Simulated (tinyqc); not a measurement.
# Straight dislocations in isotropic elasticity: fields, energies, partials, Peierls stress and walls, step by step

A worked calculation. Computed by tinyqc, a small Python program that keeps every step. Command: `OMP_NUM_THREADS=1 python tinyqc.py 3002620 3002621 out.jsonl disloc walk`. One thread of a shared host (Intel(R) Xeon(R) Processor @ 2.30GHz), about 0.01 s of CPU time with the checks. Intermediate numbers are printed to about 6 digits and carried at full precision; extremes and crossings named in words are read from the listed rows.

The line runs along z, the glide plane is y = 0, and beta is the angle between b and the line (0 screw, 90 degrees edge): b_e = b sin(beta) along +x with the extra half plane at y > 0, b_s = b cos(beta). Stress is positive in tension.

Inputs (values chosen for the exercise, modelled on gold):

| quantity | value | unit |
|---|---|---|
| shear modulus G | 26.6 | GPa |
| Poisson ratio nu | 0.414 | - |
| Burgers vector b | 2.884 | angstrom |
| stacking-fault energy gamma | 37 | mJ/m^2 |
| dislocation density rho | 5.5e+13 | 1/m^2 |
| core radius r0/b | 0.5 | - |
| misfit volume of a solute dV | -4.5 | angstrom^3 |
| temperature T | 450 | K |
| unstable fault energy gamma_us | 195 | mJ/m^2 |
| tilt angle theta | 7.8 | degrees |
| source length l | 1900 | nm |

Character: edge.

field point (x, y) (nm): -3.5  7.7

Constants: 1 eV/angstrom^3 = 160.2176634 GPa; k_B = 8.617333262e-05 eV/K.

## Line energy and line tension

Energy factor K = G [cos^2(beta) + sin^2(beta)/(1 - nu)]. E = K b^2/(4 pi) ln(R/r0) with R = 1/(2 sqrt(rho)); tension T = E + d^2E/d(beta)^2 = G b^2 [1 + nu - 3 nu sin^2(beta)]/(4 pi (1 - nu)) ln(R/r0). The core energy is taken into r0.

energy factor K = 45.3925 GPa

ln(R/r0) = 6.14750

line energy E = 11.5280 eV/nm

line tension T = 1.98281 eV/nm

stored energy rho E = 101.584 kJ/m^3

T/E = 0.17: bowing turns parts of the line towards the cheaper screw character, so it is soft.

## Stress at a point

With D = G b_e/(2 pi (1 - nu)), S = G b_s/(2 pi), r^2 = x^2 + y^2: s_xx = -D y (3x^2 + y^2)/r^4, s_yy = D y (x^2 - y^2)/r^4, s_xy = D x (x^2 - y^2)/r^4, s_zz = nu (s_xx + s_yy), s_xz = -S y/r^2, s_yz = S x/r^2. Pressure p = -trace/3.

stress (MPa):
```
          x         y         z
x  -301.054    67.025     0.000
y    67.025  -147.455     0.000
z     0.000     0.000  -185.683
```

pressure p = 211.397 MPa

The point lies above the glide plane, on the compressed side.

## Force on a second, equal dislocation at that point; binding of a solute

Peach-Koehler force per length on a parallel dislocation with the same b: in the glide plane F_x = s_xy b_e + s_yz b_s, normal to it F_y = -(s_xx b_e + s_xz b_s), which drives climb of the edge part or cross-slip of a screw. A solute with misfit volume dV has the energy p dV, and its dilute concentration is scaled by exp(-p dV/(k_B T)).

glide force F_x = 19.3300 mN/m

normal force F_y = 86.8240 mN/m

solute energy = -5.93747 meV

concentration ratio = 1.16546

Along x the second dislocation is attracted towards the plane x = 0, where like edge components stack into a wall. The undersized solute is enriched here.

## Splitting into partials

Shockley partials have b_p = b/sqrt(3) at the angles beta -/+ 30 degrees; their repulsion balances the fault at d = G b_p^2/(8 pi gamma) (2 - nu)/(1 - nu) [1 - 2 nu cos(2 beta)/(2 - nu)].

partial Burgers vector b_p = 1.66508 angstrom

splitting width d = 3.26700 nm

d/b = 11.3280

Widely split: cross-slip and climb need a constriction first.

## Peierls-Nabarro core of the undissociated dislocation

Misfit energy gamma(u) = (gamma_us/2)(1 - cos(2 pi u/b)), so the largest restoring stress is tau_max = pi gamma_us/b; u(x) = b/2 + (b/pi) arctan(x/zeta), zeta = K b/(4 pi tau_max). Summing the misfit energy over atomic rows a' apart gives, for a wide core, W_P = (K b^2/pi) exp(-2 pi zeta/a') and sigma_P = (K b/a') exp(-2 pi zeta/a'); a' = b/2 for edge and 30-degree lines, b sqrt(3)/2 for screw and 60-degree lines.

tau_max = 2.12417 GPa

half width zeta = 4.90434 angstrom

row spacing a' = 1.442 angstrom

Peierls barrier W_P = 3.93051e-06 meV/nm

Peierls stress sigma_P = 4.75717e-05 MPa

zeta/a' = 3.40 and sigma_P/G = 1.8e-9: the stress falls by a factor e for each a'/(2 pi) of half width. Caution: so small a Peierls stress means only that the model finds negligible lattice resistance; its value is not a prediction.

## Strength from dislocations

Frank-Read source, averaged over the loop: tau = G b/(2 pi l) [(1 - nu/2)/(1 - nu)] ln(l/r0). Taylor hardening: tau = 0.3 G b sqrt(rho).

Frank-Read stress = 8.24916 MPa

Taylor stress = 17.0679 MPa

Of the source, forest and Peierls stresses the largest here is the forest stress. Caution: the source is longer than the mean dislocation spacing 1/sqrt(rho), so the forest would pin it into shorter segments and its stress is only formal.

## Low-angle tilt boundary

A symmetric tilt wall of edge dislocations has the spacing h = b/(2 sin(theta/2)); Read-Shockley: gamma_b = E0 theta (A - ln theta), E0 = G b/(4 pi (1 - nu)), A = 1 + ln(b/(2 pi r0)), theta in radians.

spacing h = 2.12011 nm

boundary energy = 262.280 mJ/m^2

angle of the maximum, exp(A - 1) = 18.2378 degrees

## Character of the line

E = K b^2/(4 pi) ln(R/r0); T = G b^2 [1 + nu - 3 nu sin^2(beta)]/(4 pi (1 - nu)) ln(R/r0).

From screw to edge:

| beta (degrees) | K (GPa) | E (eV/nm) | T (eV/nm) | d (nm) |
|---|---|---|---|---|
| 0 | 26.6000 | 6.7554 | 16.3005 | 1.02584 |
| 15 | 27.8589 | 7.0751 | 15.3414 | 1.17597 |
| 30 | 31.2981 | 7.9485 | 12.7211 | 1.58613 |
| 45 | 35.9962 | 9.1417 | 9.1417 | 2.14642 |
| 60 | 40.6944 | 10.3348 | 5.5622 | 2.70671 |
| 75 | 44.1336 | 11.2083 | 2.9419 | 3.11687 |
| 90 | 45.3925 | 11.5280 | 1.9828 | 3.26700 |

The edge costs 1/(1 - nu) = 1.706 times the screw in energy, yet its tension is only (1 - 2 nu)/(1 + nu) = 0.122 of the screw value, so loops under stress are elongated along b. The edge splits 3.18 times as widely, (2 + nu)/(2 - 3 nu), since there the larger, edge parts of the partials repel with the factor 1/(1 - nu) and the small screw parts attract, while in the screw the roles are exchanged.

Checks made by the program: zero divergence of the stress field, by differences and relative to the size of its gradient (relative difference 1e-10); splitting against the force between the two partials (relative difference below 1e-10).
